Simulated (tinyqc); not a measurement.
Born-von Karman spring model of a cubic crystal with one atom per cell: one step, computed by the program tinyqc. Command: `OMP_NUM_THREADS=1 python tinyqc.py 3031219 3031220 out.jsonl springs walk`. One thread of a shared host (Intel(R) Xeon(R) Processor @ 2.30GHz), about 0.2 s of CPU time with the checks.

First neighbours lie at a (1,0,0) (6 of them), second at a (1,1,0) (12), with all permutations and signs; the volume per atom is Omega = a^3.

Problem. Sound velocities. rho = M/Omega and v = sqrt(C/rho), with C = C11, C44, C44 along [100]; (C11 + C12 + 2 C44)/2, C44, (C11 - C12)/2 along [110]; (C11 + 2 C12 + 4 C44)/3 and twice (C11 - C12 + C44)/3 along [111].

Inputs (values chosen for the exercise, for a model crystal): lattice constant a = 2.86 angstrom; atomic mass M = 170 u.

Lattice: sc.

C11 = 51.14641 GPa

C44 = 14.00504 GPa

C12 = 14.00504 GPa

Constants: u = 1.6605390666e-27 kg.

Give: density rho; Velocities (m/s).

Solution.

density rho = 12067 kg/m^3

Velocities (m/s):

| direction | longitudinal | transverse 1 | transverse 2 |
|---|---|---|---|
| [100] | 2059 | 1077 | 1077 |
| [110] | 1965 | 1077 | 1241 |
| [111] | 1932 | 1189 | 1189 |

Along [110] the two transverse waves differ by a factor sqrt(2 C44/(C11 - C12)) = 0.868.
